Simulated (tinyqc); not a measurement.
Worked calculation: anisotropic elasticity and sound waves of a cubic crystal. Computed by tinyqc, a small Python program that keeps every step. Command: `OMP_NUM_THREADS=1 python tinyqc.py 3031152 3031153 out.jsonl cubicelastic walk`. One thread of a shared host (Intel(R) Xeon(R) Processor @ 2.30GHz), about 0.01 s of CPU time with the checks. Intermediate numbers are printed to about 5 digits and carried at full precision; extremes and crossings named in words are read from the listed rows.

Voigt order 1..6 = xx, yy, zz, yz, xz, xy, with engineering shear strains. The rotated frame has x' as named, z' along the wafer normal and y' = z' x x'.

Inputs (values chosen for the exercise, modelled on indium arsenide): C11 = 82.71 GPa; C12 = 46.19 GPa; C44 = 39.06 GPa; density rho = 5.678 g/cm^3; expansion coefficient of the film = 4.5 ppm/K; expansion coefficient of the substrate = 4.2 ppm/K; cooling Delta T = 700 K.

Frame: (110) wafer, x' along [001].

wave normal (not normalised): [2, 4.5, 3.2]

## Compliances and anisotropy

S11 = (C11 + C12)/D, S12 = -C12/D, D = (C11 - C12)(C11 + 2 C12), S44 = 1/C44. Zener ratio A = 2 C44/(C11 - C12); S0 = S11 - S12 - S44/2; H = 2 C44 + C12 - C11.

S11 = 20.159 1/TPa

S12 = -7.2236 1/TPa

S44 = 25.602 1/TPa

Zener ratio A = 2.1391

S0 = 14.581 1/TPa

H = 41.6 GPa

## Stiffness in the rotated frame

direction cosines a (rows x', y', z' in the cube axes), rows x', y', z', columns x, y, z:
```
[[0.0000, 0.0000, 1.0000],
 [0.7071, -0.7071, 0.0000],
 [0.7071, 0.7071, 0.0000]]
```

C'_ijkl = C12 delta_ij delta_kl + C44 (delta_ik delta_jl + delta_il delta_jk) - H sum_m a_im a_jm a_km a_lm.

C' (GPa), rows 1, 2, 3, 4, 5, 6:
```
[[82.71, 46.19, 46.19, 0.00, 0.00, 0.00],
 [46.19, 103.51, 25.39, 0.00, 0.00, 0.00],
 [46.19, 25.39, 103.51, 0.00, 0.00, 0.00],
 [0.00, 0.00, 0.00, 18.26, 0.00, 0.00],
 [0.00, 0.00, 0.00, 0.00, 39.06, 0.00],
 [0.00, 0.00, 0.00, 0.00, 0.00, 39.06]]
```

No normal-shear coupling appears in this frame.

## Moduli along the axes of the frame

Invert C' to S'. E along x' = 1/S'11, along y' = 1/S'22; Poisson ratios nu(x'y') = -S'12/S'11 and nu(x'z') = -S'13/S'11; in-plane shear modulus 1/S'66.

E along x' = 49.607 GPa

E along y' = 77.713 GPa

nu(x'y') = 0.35834

nu(x'z') = 0.35834

in-plane shear modulus = 39.06 GPa

E differs between x' and y' by -36.2 %.

## Thermal stress in a film with this orientation

On cooling, a thick substrate imposes eps_1 = eps_2 = (alpha_film - alpha_substrate) Delta T and eps_6 = 0; the free surface sets sigma_3 = sigma_4 = sigma_5 = 0, which fixes eps_3, eps_4, eps_5. Biaxial modulus M = (sigma_1 + sigma_2)/(2 eps); energy density M eps^2. Elastic response and constant coefficients are assumed.

in-plane strain = 0.21 per mille

elastic strain along the normal = -0.14522 per mille

stress along x' = 20.361 MPa

stress along y' = 27.750 MPa

biaxial modulus M = 114.55 GPa

energy density = 0.0050517 MJ/m^3

The film ends in tension.

## Sound waves along the wave normal

In the cube axes, with unit normal n: G_ij = (C12 + C44) n_i n_j + (C44 - H n_i^2) delta_ij, eigenvalues rho v^2, eigenvectors u (columns, largest component positive). Group velocity V_i = [(C12 + C44)(u.n) u_i + C44 n_i - H u_i^2 n_i]/(rho v); its angle to n has cosine v/|V|.

Christoffel matrix (GPa), rows x, y, z:
```
[[44.122, 22.246, 15.819],
 [22.246, 64.688, 35.593],
 [15.819, 35.593, 52.020]]
```

phase velocities (m/s): [1960.2, 2396.4, 4329.0]

polarisations, rows x, y, z, columns slow, fast, longitudinal:
```
[[0.17505, 0.89936, 0.40063],
 [-0.68109, -0.18322, 0.70890],
 [0.71096, -0.39696, 0.58048]]
```

group speeds (m/s): [2099.2, 2608.8, 4358.9]

angles between V and n (degree): [20.971, 23.276, 6.723]

Energy flows off the wave normal by up to 23.3 degrees, for the fast transverse wave.

## Polycrystal bounds against single-crystal directions

B = (C11 + 2 C12)/3; Voigt G = (C11 - C12 + 3 C44)/5; Reuss G = 5/(4 (S11 - S12) + 3 S44); Hill is their mean; E = 9BG/(3B + G), nu = (3B - 2G)/(6B + 2G). Along <hkl>, with g = 0, 1/4, 1/3: 1/E = S11 - 2 S0 g; for a film with that normal C33 = C11 + 2 H g and M = [6B - (3B - C33) - (3B - C33)^2/C33]/2.

bulk modulus B = 58.363 GPa

Averages:
```
average  G (GPa)  E (GPa)       nu
Voigt     30.740   78.447  0.27598
Reuss     26.834   69.803  0.30067
Hill      28.787   74.167  0.28820
```

Directions:
```
direction  E (GPa)  biaxial modulus M (GPa)
<100>       49.607                    77.31
<110>       77.713                   114.55
<111>       95.807                   123.85
```

The bounds on G differ by 15 %, while E varies by a factor 1.93 with direction; with A above 1 the stiffest axis is <111>. Under a fixed mismatch strain, grains with a <100> normal store the least energy.

Checks made by the program: E along x' against 1/E = S11 - 2 S0 (l^2 m^2 + m^2 n^2 + n^2 l^2) (relative difference below 1e-10); closed form of M against the matrix solution (relative difference below 1e-10).
